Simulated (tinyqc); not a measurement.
Deep-level transient spectroscopy (DLTS) of one majority-carrier trap: one step, computed by the program tinyqc.

A filling pulse loads the traps in a one-sided junction; under reverse bias they empty at the rate e, and the capacitance relaxes as C(t) = C_0 - dC exp(-e t). The signal is S = [C(t_2) - C(t_1)]/dC.

Task: Peak temperature and width. e = g sigma v N_b exp(-E/k_B T), v = sqrt(3 k_B T/m), N_b = 2 M (2 pi m k_B T/h^2)^(3/2), sigma = sigma_0, E = E_t - dE with the one-dimensional Poole-Frenkel lowering dE = sqrt(e^3 F/(pi eps eps_0)), F being held as an input apart from the bias (the centre is charged when empty). S(e) = exp(-e t_1) - exp(-e t_2) peaks at the rate window e_0 = ln(t_2/t_1)/(t_2 - t_1). T_p solves e(T) = e_0 (bisection between 15 and 1500 K); the half-height points solve S = S_max/2 on either side.

Inputs (values chosen for the exercise, with mass and screening modelled on InP):
```
quantity,value,unit
density-of-states mass m,0.0767,m_0
valleys M,1,-
trap depth E_t,0.482,eV
cross-section sigma_0,1.6e-17,cm^2
degeneracy ratio g,0.5,-
gate time t_1,0.004,s
ratio t_2/t_1,2,-
temperature T,279,K
dielectric constant eps,12.8,-
mean field F,24000,V/cm
```

Carriers: electrons. Extra term: Poole-Frenkel lowering.

rate window e_0 = 173.2868 1/s

peak height S_max = 0.25

Constants: k_B = 8.617333262e-05 eV/K; k_B = 1.380649e-23 J/K; m_0 = 9.1093837015e-31 kg; h = 6.62607015e-34 J s; e = 1.602176634e-19 C; eps_0 = 8.8541878128e-12 F/m.

Give: peak temperature T_p; lower half-height point; upper half-height point; full width.

Result:

peak temperature T_p = 365.78 K

lower half-height point = 335.16 K

upper half-height point = 390.16 K

full width = 54.996 K

The width is 15.0 % of T_p, and E_t is 15.3 k_B T_p.
